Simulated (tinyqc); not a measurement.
What moves the results: optical transitions of a finite quantum well. A value that a table varies takes the place of the one given here.

Each carrier sees a square well of width L with its own depth V and masses m (inside), mb (outside); c = hbar^2/2m0, k = sqrt(m E/c), kappa = sqrt(mb (V - E)/c), and level n solves k L + 2 atan[(k/m)/(kappa/mb)] = n pi. The envelope is cos(kz) for odd n and sin(kz) for even n inside, joins exp(-kappa (|z| - L/2)) outside, and is normalised to 1. Excitons and band mixing are left out.

Constants: hbar^2/2m0 = 3.80998211 eV angstrom^2; e^2/(4 pi eps0) = 14.39964547 eV angstrom; hc = 1239.841984 eV nm.

Values chosen for the exercise (near those of an InGaAs well in InAlAs; not measured data): L = 77 angstrom (well width); Vc = 0.519 eV (conduction offset); me = 0.0418 m0 (electron, well); meb = 0.0758 m0 (electron, barrier); eps = 11.8 (background dielectric constant); Nss = (0.095, 0.24, 0.47, 0.95, 1.4, 1.9, 2.8) x 1e12/cm^2 (sheet densities); Eg = 0.822 eV (gap of the well); Vv = 0.208 eV (valence offset); mh = 0.38 m0 (heavy hole along z, well); mhb = 0.403 m0 (heavy hole, barrier); ml = 0.0496 m0 (light hole along z, well); mlb = 0.0942 m0 (light hole, barrier); Ls = (22, 36, 46, 60, 77, 104, 141) angstrom (widths).

## Depolarisation shift

The collective line lies at E12 sqrt(1 + a), a = 8 pi q (n1 - n2) S/(eps E12), q = e^2/(4 pi eps0), S = integral over z of (integral up to z of psi_1 psi_2)^2. Zero temperature with the mass me in both subbands: n1 - n2 = Ns until Ns reaches D E12, D = me/(2 pi c), and D E12 beyond. 1e12/cm^2 = 1e-4/angstrom^2; exchange and the static band bending by the charge are left out.

Line position:

| Ns (1e12/cm^2) | n1 - n2 | a | line (meV) | shift (meV) |
|---|---|---|---|---|
| 0.095 | 0.095 | 0.0084 | 216.36 | 0.90 |
| 0.24 | 0.240 | 0.0212 | 217.73 | 2.27 |
| 0.47 | 0.470 | 0.0415 | 219.89 | 4.42 |
| 0.95 | 0.950 | 0.0839 | 224.31 | 8.85 |
| 1.4 | 1.400 | 0.1236 | 228.39 | 12.93 |
| 1.9 | 1.900 | 0.1677 | 232.83 | 17.37 |
| 2.8 | 2.800 | 0.2472 | 240.62 | 25.16 |

S = 6.202 angstrom
E12 = 215.46 meV

The upward shift grows from 0.90 to 25.16 meV, 11.7 % of E12 at most. For small a the shift is a E12/2, linear in Ns; in the last row that rule gives 26.63 meV. S/L = 0.0805, against 5/(9 pi^2) = 0.0563 for hard walls.

## Width of the well

Edge wavelength hc/(Eg + e1 + hh1), squared e1-hh1 overlap, lh1 - hh1, and the 1-2 intersubband energy with f_12 = (m1/c) E12 z_12^2, 1/m1 = <1|1/m|1> (dash: e2 unbound).

Results:

| L (angstrom) | edge (nm) | overlap^2 | lh1 - hh1 (meV) | E12 (meV) | f_12 |
|---|---|---|---|---|---|
| 22 | 1059.0 | 0.9334 | 68.2 | - | - |
| 36 | 1193.0 | 0.9512 | 61.1 | - | - |
| 46 | 1257.4 | 0.9592 | 53.1 | 364.9 | 0.720 |
| 60 | 1320.1 | 0.9675 | 43.1 | 293.4 | 0.968 |
| 77 | 1369.7 | 0.9745 | 33.9 | 215.5 | 0.976 |
| 104 | 1416.4 | 0.9819 | 24.1 | 140.2 | 0.969 |
| 141 | 1450.1 | 0.9878 | 16.2 | 87.2 | 0.964 |

The edge tunes from 1059 to 1450 nm, towards hc/Eg = 1508 nm, while the overlap goes from 0.933 to 0.988. e2 binds at L = pi sqrt(c/(me Vc)) = 41.6 angstrom; f_12 starts from zero there and is 0.720 at 46 angstrom, the rest going to the continuum; among the widths listed it peaks at 0.976 (77 angstrom) and is 0.964 in the widest well, against 0.961 for hard walls.

## What each parameter does

Edge wavelength hc/(Eg + e1 + hh1), squared overlap of e1 and hh1, and the confinement energies. Each row changes one parameter from the base and keeps the others.

Results:

| case | edge (nm) | overlap^2 | e1 (meV) | hh1 (meV) |
|---|---|---|---|---|
| base | 1369.7 | 0.9745 | 71.4 | 11.8 |
| L = 69 angstrom | 1349.0 | 0.9715 | 82.8 | 14.2 |
| Eg = 0.838 eV | 1345.9 | 0.9745 | 71.4 | 11.8 |
| Vc = 0.597 eV | 1365.0 | 0.9798 | 74.5 | 11.8 |
| Vv = 0.166 eV | 1370.3 | 0.9805 | 71.4 | 11.4 |
| me = 0.046 m0 | 1374.1 | 0.9790 | 68.5 | 11.8 |
| mh = 0.323 m0 | 1367.6 | 0.9805 | 71.4 | 13.2 |
| meb = 0.091 m0 | 1374.9 | 0.9729 | 67.9 | 11.8 |

The largest shifts from the base row, up to three for each result and ties (the steps differ in size, so this ranks the rows, not the parameters). edge (nm): Eg -23.8, L -20.6, meb +5.3. overlap^2: Vv +0.0060, mh +0.0060, Vc +0.0052; unchanged at the printed digits by Eg. e1 (meV): L +11.5, meb -3.5, Vc +3.1; unchanged at the printed digits by Eg, Vv and mh. hh1 (meV): L +2.4, mh +1.4, Vv -0.4; unchanged at the printed digits by Eg, Vc, me and meb.

(tinyqc, `OMP_NUM_THREADS=1 python tinyqc.py 1252748 1252749 out.jsonl`, Intel(R) Xeon(R) Processor @ 2.30GHz, 1 thread, shared host, about 0.1 s.)
